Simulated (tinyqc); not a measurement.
MOS structure on a p-type body, non-linear Poisson equation by Newton steps: one step of the calculation.

One dimension, insulator interface at x = 0, acceptor density Na, uniform, net doping C = -(acceptor density). psi is counted from the intrinsic level: n = ni exp((psi - Vb)/Vt), p = ni exp(-psi/Vt); deep in the body psi_b = -Vt ln(Na/ni). The gate acts through Cox = eps0 eox/tox and has the potential psi_G = Vg - (phiM - chi - Vt ln(Nc/ni)). Boltzmann statistics, full ionisation, classical densities, no oxide or interface charge.

Problem. Scales and end potentials. ni = sqrt(Nc Nv) exp(-Eg/(2 Vt)), Eg in volts; Cox, psi_G and psi_b as defined.

Parameters, values chosen for the exercise; band and dielectric values close to those of silicon:

| symbol | value | unit | meaning |
|---|---|---|---|
| T | 300 | K | temperature |
| Eg | 1.11 | eV | band gap |
| Nc | 2.77e19 | cm^-3 | conduction-band density of states at T |
| Nv | 2.6e19 | cm^-3 | valence-band density of states at T |
| chi | 3.99 | eV | electron affinity |
| Na | 8.2e16 | cm^-3 | acceptor density deep in the body |
| eox | 9.04 |  | relative permittivity of the gate insulator (close to aluminium oxide) |
| tox | 14 | nm | insulator thickness |
| phiM | 4.02 | eV | gate work function |
| Vg | -0.16 | V | gate voltage against the body |

Constants: q = 1.602176634e-19 C, kB = 1.380649e-23 J/K, Vt = kB T/q, eps0 = 8.8541878128e-14 F/cm where lengths are in cm. Results are converted to the units shown.

Wanted: ni; Cox; psi_G; psi_b.

Solution.

ni = 1.2739e10 cm^-3
Cox = 0.57173 uF/cm^2
psi_G = 0.36582 V
psi_b = -0.40530 V

Numbers from tinyqc (`OMP_NUM_THREADS=1 python tinyqc.py 2080124 2080125 out.jsonl`; about 0.5 s on one thread of a shared Intel Xeon 2.30GHz).
